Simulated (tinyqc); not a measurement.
Epitaxial growth on a vicinal surface: Burton-Cabrera-Frank step flow, step-edge barrier and island nucleation: one step, computed by the program tinyqc.

Adatoms land at rate F, hop on a square grid (a simplification for hexagonal faces), desorb, or join steps. Lengths are in units of a and n is the adatom coverage. Steps ascend at x = 0 and descend at x = l.

Question. Terrace solution. D n'' - n/tau + F = 0 with n(0) = n_eq and -l_s n'(l) = n(l) - n_eq. With u = n - F tau, A = n_eq - F tau, y = l/x_s, s = l_s/x_s: u = A cosh(x/x_s) + B sinh(x/x_s), B = A (1 - cosh y - s sinh y)/(sinh y + s cosh y). Flux into the ascending step J+ = D B/x_s, over the descending one J- = -(D/x_s)(A sinh y + B cosh y); step velocity J+ + J-; growth rate (J+ + J-)/l. For small y: J+ + J- = (F - n_eq/tau) l, J-/J+ = l/(l + 2 l_s). The coverage peaks where n' = 0, tanh(x/x_s) = -B/A.

Inputs (values chosen for the exercise, close to those used for GaAs(001)): deposition rate F = 0.025 layers/s; temperature T = 600 C; critical nucleus size i = 1.

D = 12371.67 a^2/s

lifetime tau = 4385.152 s

diffusion length x_s = 7365.573 a

equilibrium coverage n_eq = 1.417627e-05

terrace width l = 40.53265 a

Schwoebel length l_s = 0 a

Give: J+; J-; growth rate; peak coverage; position of the peak.

Answer.

J+ = 0.50666 atoms per step site and s

J- = 0.50666 atoms per step site and s

growth rate = 0.025000 layers/s

peak coverage = 4.2916e-04

position of the peak = 20.266 a

Caution: twice the distance from the ascending step to the coverage peak exceeds the expected island spacing [0.25 (F/D)^(i/(i+2)) exp(E_i/((i+2) k_B T))]^(-1/2) by 40 % or more, so islands nucleate and the step-flow values are formal.
